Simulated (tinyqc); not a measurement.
Current crowding under a contact, resistor ladder against the transmission-line model: one step of the calculation.

A metal contact of length d and width W on a thin layer of the same width. The metal has no resistance, the sheet resistance under it equals Rsh, and current enters the layer at the front edge x = 0.

Question. Voltages and the share of the current. Cut the contact into n cells of length hc = d/n. Neighbouring cell centres are joined by a = W/(Rsh hc), each centre joins the metal (0 V) by g = W hc/rc, and I enters cell 1 through half a cell: -a v_(i-1) + b_i v_i - a v_(i+1) = I for i = 1 and 0 otherwise, b_i = g + 2 a (g + a at both ends). Rc = v_1/I + 1/(2 a). Cell i passes g v_i to the metal.

Parameters, values chosen for the exercise:

| symbol | value | unit | meaning |
|---|---|---|---|
| n | 6 |  | cells |
| I | 1 | mA | current |

a = 2.2684310 S
g = 0.14081633 S
b_i, cell 1 to 6 (S): [2.4092473, 4.6776783, 4.6776783, 4.6776783, 4.6776783, 2.4092473]

Wanted: v_i; share of the current; Rc of the ladder.

Answer.

```
cell  v_i (mV)  share of the current (%)
1       1.7530                    24.685
2       1.4210                    20.010
3       1.1772                    16.576
4       1.0064                    14.172
5       0.8982                    12.648
6       0.8457                    11.909
```

Rc of the ladder = 1.9734 ohm

The first cell passes 24.7 % of the current and the last 11.9 %; an even spread would give 16.7 % each.

tinyqc, about 0.01 s, one thread, Intel Xeon 2.30GHz (shared host): `OMP_NUM_THREADS=1 python tinyqc.py 2760055 2760056 out.jsonl`
